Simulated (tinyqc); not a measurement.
Inside a calculation: valence-band anticrossing with a localised impurity level. Values are carried at full precision from step to step, so a last printed digit may differ when a step is redone from the rounded ones.

Host valence band EM(k) = al x - c k^2/mM, c = hbar^2/2m0, coupled to a flat level EI by V = C sqrt(x): H = [[EM, V], [V, EI]], E+/- = (EM + EI)/2 +/- sqrt((EM - EI)^2/4 + V^2). The host weight of a state at E is f = 1/(1 + V^2/(E - EI)^2), and its mass at k = 0 is mM/f. The gap is Eg - E+(0), the conduction edge staying at Eg.

Constants: hbar^2/2m0 = 3.80998211 eV angstrom^2.

Inputs chosen for the exercise (host near InP; shifted at random, so the results belong to these values and not to a real crystal):
```
symbol  value   unit        meaning
Eg      1.415   eV          gap at Gamma to the s-like level
mM      0.42    m0          mass of the host band
EI      -0.146  eV          impurity level, from the valence top of the host
C       1.41    eV          coupling
al      0.82    eV          linear shift of the host edge
x       0.018               impurity fraction
k       0.049   1/angstrom  wave vector
```

## The two levels at k = 0

Give EM, V, both levels, their host weights, the gap and the mass of the band at the gap.

EM(0) = 0.0148 eV
V = 0.1892 eV

E-, E+ (eV): [-0.2712, 0.1399]

host weights: [0.3045, 0.6955]

gap = 1.2751 eV
mass of E+ = 0.6039 m0

The gap is 140 meV below that of the host, 78 meV per 1 % of impurity. V/|EM - EI| = 1.18; second-order perturbation theory would shift the host level by V^2/(EM - EI) = +223 meV, the exact shift is +125 meV.

## The levels at one k

Fill in the matrix and give levels and weights.

H (eV), rows host, impurity and columns alike:
```
[[-0.0070, 0.1892],
 [0.1892, -0.1460]]
```

E-, E+ (eV): [-0.2780, 0.1250]

host weights: [0.3276, 0.6724]

## Dispersion

Seven points from k = 0 to 0.3 1/angstrom.

Levels (eV):
```
k (1/angstrom)       EM       E-       E+  host weight of E+
0.000            0.0148  -0.2712   0.1399              0.696
0.050           -0.0079  -0.2783   0.1244              0.671
0.100           -0.0760  -0.3034   0.0814              0.591
0.150           -0.1893  -0.3581   0.0227              0.443
0.200           -0.3481  -0.4615  -0.0326              0.264
0.250           -0.5522  -0.6267  -0.0715              0.134
0.300           -0.8017  -0.8523  -0.0953              0.067
```

E+ flattens towards EI = -0.146 eV, which it cannot cross: its width is bounded by 0.286 eV, of which 82 % is used up at the last point. The unmixed host band crosses EI at k = 0.1331 1/angstrom, where the splitting is smallest, 2V = 0.378 eV.

## Checks

- Closed form against diagonalisation: they agree to 1e-10 or better.
- Mass mM/f against the curvature of the band: both 0.6039.

tinyqc: `OMP_NUM_THREADS=1 python tinyqc.py 1051394 1051395 out.jsonl`; about 0.01 s, one thread, shared Intel(R) Xeon(R) Processor @ 2.30GHz.
